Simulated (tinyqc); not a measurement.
Deep-level transient spectroscopy: two steps of the calculation.

Schottky contact on an n-type layer with shallow donors Nd (all ionised) and a donor-like deep trap, neutral when filled and positive when empty; depletion approximation. Traps within lam of the depletion edge stay filled. A long pulse to Vp fills the traps beyond x1 = Wp - lam; back at Vr those between x1 and x2 = Wr - lam emit. A rate window reads S = C(t2) - C(t1).

Values chosen for this exercise; material values close to those of silicon:
- eps_r = 11.9 (relative permittivity)
- Nc = 2.82e19 cm^-3 (conduction-band density of states at 300 K)
- vth = 2.4e7 cm/s (thermal velocity at 300 K)
- Et = 0.36 eV (depth of the trap below the conduction edge)
- sn = 5.4e-17 cm^2 (capture cross-section)
- t1 = 5 ms (first sampling time)
- t2 = 25 ms (second sampling time)
- T = 213 K (temperature of the transient)
- F = 6.4 kV/cm (field at the trap)

Constants: q = 1.602176634e-19 C, kB = 1.380649e-23 J/K, eps0 = 8.8541878128e-14 F/cm where lengths are in cm. Results are converted to the units shown.

Question 1. Emission rate and rate window. Emission rate en = sn vth(T) Nc(T) exp(-Et/kB T) = sn g T^2 exp(-Et/kB T), g = vth Nc/(300 K)^2, as vth goes as T^0.5 and Nc as T^1.5 (degeneracy factor 1). For an exponential transient S peaks where en = ew = ln(t2/t1)/(t2 - t1).

Give: g; en; 1/en; ew.

Answer 1.

g = 7.520e21 cm^-2 s^-1 K^-2
en = 55.90 1/s
1/en = 17.89 ms
ew = 80.47 1/s

Question 2. Poole-Frenkel lowering. A Coulomb centre of charge +q (when empty) in the field F lowers its barrier by dE = sqrt(q F/(pi eps0 eps_r)) along the field. One-dimensional rate: en exp(b), b = dE/kB T; three-dimensional (Hartke): en {[1 + (b - 1) exp(b)]/b^2 + 1/2}.

en = 55.903094 1/s

Give: dE; b; rate, one-dimensional; rate, three-dimensional.

Answer 2.

dE = 17.60 meV
b = 0.9589
rate, one-dimensional = 145.8 1/s
rate, three-dimensional = 82.23 1/s

Range of the model: With Nt above a tenth of Nd the edge x2 moves during the transient, which this model holds fixed, and the transient is not a plain exponential.

Computed by the program tinyqc: `OMP_NUM_THREADS=1 python tinyqc.py 2050022 2050023 out.jsonl`, one thread of a shared Intel Xeon 2.30GHz, about 0.01 s for the whole run.
